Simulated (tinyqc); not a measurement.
Inside a calculation. Model: molecular dynamics of a small cluster by velocity Verlet steps. Computed by tinyqc, a small Python program that keeps every step. Command: `OMP_NUM_THREADS=1 python tinyqc.py 3007681 3007682 out.jsonl verlet walk`. One thread of a shared host (Intel(R) Xeon(R) Processor @ 2.30GHz), about 0.2 s of CPU time with the checks. Intermediate numbers are printed to about 7 digits and carried at full precision; extremes and crossings named in words are read from the listed rows.

E = sum_(i<j) phi(r_ij), phi(r) = eps [exp(-2 alpha (r - r0)) - 2 exp(-alpha (r - r0))]; the force on i is -sum_j phi'(r_ij) (R_i - R_j)/r_ij.

Inputs (values chosen for the exercise, for model atoms):
```
quantity               value        unit
length r0               3.17    angstrom
well depth eps          0.68          eV
stiffness alpha         1.62  1/angstrom
atomic mass M           97.6           u
time step dt             7.8          fs
steps                    300           -
target temperature T0    300           K
coupling time tau        200          fs
```

Potential: Morse. Thermostat: Berendsen.

starting positions (angstrom):
```
           x     y      z
atom 1     0  0.02  -0.03
atom 2  3.16  0.06   0.05
atom 3  1.63  2.74      0
atom 4  1.56  0.85   2.59
atom 5   1.6  0.88  -2.52
```

starting velocities (angstrom/fs):
```
               x         y         z
atom 1   0.00145  -0.00129   0.00097
atom 2    -6e-05   0.00205   0.00078
atom 3   0.00039  -0.00168  -0.00247
atom 4  -0.00027   0.00071   0.00049
atom 5  -0.00151   0.00022   0.00024
```

Constants: 1 eV/(angstrom u) = 9.648533212e-03 angstrom/fs^2; k_B = 8.617333262e-05 eV/K.

## State at the start

Velocity Verlet: a = c F/M with c = 9.648533212e-3 angstrom/fs^2 per eV/(angstrom u); R(new) = R + v dt + a dt^2/2; v(new) = v + (a + a(new)) dt/2. Kinetic energy K = M v^2/(2c); temperature T = 2K/((3N - 3) k_B), rotation of the cluster included. After each step v is scaled by sqrt(1 + (dt/tau)(T0/T - 1)).

forces (eV/angstrom):
```
                 x           y           z
atom 1  -0.2490496  -0.1146792   0.2833740
atom 2   0.4649993  -0.4451478  -0.0386746
atom 3  -0.1847294   0.3307668   0.2105051
atom 4  -0.1212311   0.1513876   0.0669668
atom 5   0.0900108   0.0776726  -0.5221714
```

potential energy = -6.127622 eV

kinetic energy = 0.1102623 eV

temperature = 213.2568 K

## Step 1

The formulas are those given above.

positions after step 1 (angstrom):
```
               x         y          z
atom 1  0.010561  0.009593  -0.021582
atom 2  3.160930  0.074651   0.055968
atom 3  1.632486  2.727891  -0.018633
atom 4  1.557529  0.855993   2.594023
atom 5  1.588493  0.881950  -2.519698
```

new forces (eV/angstrom):
```
                 x           y           z
atom 1  -0.3064141  -0.1430696   0.2715361
atom 2   0.5554377  -0.5483507  -0.0681444
atom 3  -0.2390219   0.5111356   0.3086418
atom 4  -0.1157073   0.1715643   0.0742851
atom 5   0.1057055   0.0087203  -0.5863186
```

velocities after step 1 (angstrom/fs):
```
                   x             y             z
atom 1   0.001251347  -0.001406804   0.001198796
atom 2   0.000337608   0.001687873   0.000748085
atom 3   0.000229467  -0.001372411  -0.002298320
atom 4  -0.000365884   0.000844982   0.000551289
atom 5  -0.001452539   0.000256486  -0.000189724
```

total energy = -6.014620 eV

## Step 2

The formulas are those given above.

positions after step 2 (angstrom):
```
               x          y          z
atom 1  0.019400  -0.001810  -0.011415
atom 2  3.165234   0.086168   0.061598
atom 3  1.633558   2.718723  -0.035632
atom 4  1.554328   0.863100   2.598547
atom 5  1.577481   0.883976  -2.522941
```

new forces (eV/angstrom):
```
                 x           y           z
atom 1  -0.3210789  -0.1509491   0.2346600
atom 2   0.5897193  -0.6107786  -0.0982990
atom 3  -0.2829826   0.6372402   0.3910059
atom 4  -0.1005931   0.1873016   0.0660676
atom 5   0.1149353  -0.0628140  -0.5934345
```

velocities after step 2 (angstrom/fs):
```
                   x             y             z
atom 1   0.001025657  -0.001544615   0.001416381
atom 2   0.000791652   0.001260938   0.000694915
atom 3   0.000028665  -0.000944615  -0.002061206
atom 4  -0.000456505   0.000999159   0.000615140
atom 5  -0.001389469   0.000239421  -0.000654942
```

total energy = -6.011620 eV

## Fastest vibration

Relax the cluster, diagonalise the Hessian (central differences): omega_max = sqrt(c lambda_max/M). Verlet steps are stable for omega_max dt < 2.

omega_max = 0.03877534 1/fs

shortest period = 162.0407 fs

omega_max dt = 0.3024477

The step is 1/20.8 of the shortest period.

## The trajectory

Spread = largest minus smallest value. The test of the step is the spread (largest minus smallest) of the total energy over the run without thermostat, against the spread of K; the step passes below 5 %. The mean T is over the second half.

Course of the run (evenly spaced rows):
```
step  t (fs)     U (eV)     K (eV)  U + K (eV)     T (K)
0        0.0  -6.127622  0.1102623   -6.017359  213.2568
21     163.8  -6.089089  0.1117252   -5.977364  216.0862
42     327.6  -6.097102  0.1390003   -5.958102  268.8387
63     491.4  -6.079675  0.1331710   -5.946504  257.5643
84     655.2  -6.090397  0.1488748   -5.941523  287.9367
105    819.0  -6.104804  0.1671606   -5.937644  323.3031
126    982.8  -6.105475  0.1661930   -5.939282  321.4315
147   1146.6  -6.082446  0.1437969   -5.938649  278.1157
168   1310.4  -6.086497  0.1481429   -5.938354  286.5212
189   1474.2  -6.096917  0.1574529   -5.939464  304.5276
210   1638.0  -6.120500  0.1805961   -5.939904  349.2885
231   1801.8  -6.110143  0.1695249   -5.940618  327.8758
252   1965.6  -6.121702  0.1787670   -5.942935  345.7509
273   2129.4  -6.122830  0.1796964   -5.943133  347.5484
294   2293.2  -6.092285  0.1509950   -5.941290  292.0374
```

spread of the total energy = 0.001502372 eV

spread of the total over spread of K = 0.01822382

mean temperature = 301.0685 K

The total energy keeps within 1.8 % of the swings of K, so the step passes. With the thermostat the mean T is 301 K, against the target 300 K; the scaling adds or removes energy, so U + K is not conserved in the table.

## Energy conservation against the time step

Velocity Verlet: a = c F/M with c = 9.648533212e-3 angstrom/fs^2 per eV/(angstrom u); R(new) = R + v dt + a dt^2/2; v(new) = v + (a + a(new)) dt/2. Kinetic energy K = M v^2/(2c); temperature T = 2K/((3N - 3) k_B), rotation of the cluster included. Runs without thermostat over the same span of time, steps x dt; spread = largest minus smallest value. For contrast, the energy gained over the first 30 dt (dt of the inputs) by explicit Euler steps: R(new) = R + v dt, v(new) = v + a dt.

Energy error (eV):
```
dt (fs)  omega_max dt  Verlet, spread of U + K  Euler, gain in U + K
0.975       0.0378060             2.410652e-05          2.858800e-02
1.950       0.0756119             9.620377e-05          6.685591e-02
3.900       0.1512238             3.810879e-04          1.879200e-01
7.800       0.3024477             1.502372e-03          8.203024e-01
15.600      0.6048954             4.693165e-03          9.096715e+00
23.400      0.9073431             1.260155e-02          1.120579e+01
```

The Verlet error grows as dt^2.00 between the first rows, the second order of the method. Euler steps gain energy steadily: over that short span the gain in the first row is already 1200 times the Verlet spread of the whole run, and it grows as dt^1.23, tending to the first order of that method as dt shrinks. Caution: where the Euler gain approaches or exceeds the binding energy the cluster has blown apart.

Checks made by the program: time reversal over 50 steps (relative difference below 1e-10).
